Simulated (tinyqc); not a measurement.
Schottky barrier on an n-type semiconductor with a doping step, non-linear Poisson equation by Newton steps: one step of the calculation.

One dimension, metal at x = 0, donor density C(x) = N1 for x < x1 and Nd beyond. Energies are counted from the electron Fermi level of the semiconductor and the conduction-band edge is Ec = -psi, so n = Nc exp(psi/Vt); holes follow the Fermi level of the metal, at -V, so p = Nv exp((V - psi - Eg)/Vt). Ends: psi(0) = V - phiB and psi = Vt ln(Nd/Nc) deep inside. Boltzmann statistics, full ionisation, no current, no image force in the Poisson equation.

Problem. Densities, residual and Jacobian diagonal. n_i = Nc exp(psi_i/Vt), p_i = Nv exp((V - psi_i - Eg)/Vt), rho_i = p_i - n_i + C_i, g_i = (n_i + p_i)/Vt. Box widths w_i = (h_(i-1) + h_i)/2 in cm. Residual F_i = a_i (psi_(i+1) - psi_i) - a_(i-1) (psi_i - psi_(i-1)) + q rho_i w_i; Jacobian: a_(i-1) and a_i beside the diagonal, b_i = -a_(i-1) - a_i - q g_i w_i on it. The two end nodes are fixed.

Parameters, values chosen for the exercise; band and dielectric values close to those of 4H silicon carbide:
- T = 293 K (temperature)
- Eg = 3.22 eV (band gap)
- Nc = 1.65e19 cm^-3 (conduction-band density of states at T)
- Nv = 2.42e19 cm^-3 (valence-band density of states at T)
- V = 0.32 V (bias of the metal against the semiconductor)

Constants: q = 1.602176634e-19 C, kB = 1.380649e-23 J/K, Vt = kB T/q. Results are converted to the units shown.

```
node  x (nm)  psi after iteration 1 (V)  donor density C (cm^-3)
0          0                 -1.3000000                   3.3e17
1         10                 -0.9975173                   3.3e17
2       21.5                 -0.7002421                   3.3e17
3       34.7                 -0.4257197                   3.3e17
4         50                 -0.1967261                   3.3e17
5       67.5                 -0.0522271                   3.3e17
6       87.6                 -0.0395505                   3.3e17
7        111                 -0.1100547                   1.1e17
8        137                 -0.1243915                   1.1e17
9        168                 -0.1263025                   1.1e17
10       203                 -0.1264958                   1.1e17
11       244                 -0.1265114                   1.1e17
12       290                 -0.1265124                   1.1e17
13       344                 -0.1265125                   1.1e17
```

coupling a_i, interval 0 to 12 (F/cm^2): [8.6151247e-7, 7.4914128e-7, 6.5266097e-7, 5.6308005e-7, 4.9229284e-7, 4.2861317e-7, 3.6816772e-7, 3.3135095e-7, 2.7790725e-7, 2.4614642e-7, 2.1012499e-7, 1.8728532e-7, 1.5953935e-7]

Wanted: n; p; residual F; diagonal b.

Solution.

```
node  n (cm^-3)   p (cm^-3)
0     7.1894e-4   7.2919e-9
1        114.70  4.5704e-14
2      1.4890e7  3.5208e-19
3     7.8496e11  6.6787e-24
4     6.8183e15  7.6888e-28
5     2.0852e18  2.5141e-30
6     3.4450e18  1.5218e-30
7     2.1109e17  2.4835e-29
8     1.1964e17  4.3819e-29
9     1.1092e17  4.7264e-29
10    1.1007e17  4.7627e-29
11    1.1000e17  4.7657e-29
12    1.1000e17  4.7659e-29
13    1.1000e17  4.7659e-29
```

```
node  residual F (1e-6 C/cm^2)  diagonal b (F/cm^2)
1                       0.0189           -1.6107e-6
2                       0.0218           -1.4018e-6
3                       0.0251           -1.2157e-6
4                       0.0271           -1.1263e-6
5                      -0.5944           -2.5797e-5
6                      -1.1169           -4.8343e-5
7                      -0.0188           -4.0081e-6
8                      -0.0002           -2.7729e-6
9                       0.0000           -2.8467e-6
10                      0.0000           -3.1105e-6
11                      0.0000           -3.4339e-6
12                      0.0000           -3.8369e-6
```

Program tinyqc, `OMP_NUM_THREADS=1 python tinyqc.py 2020149 2020150 out.jsonl`; Intel Xeon 2.30GHz, shared host, one thread, about 0.2 s.
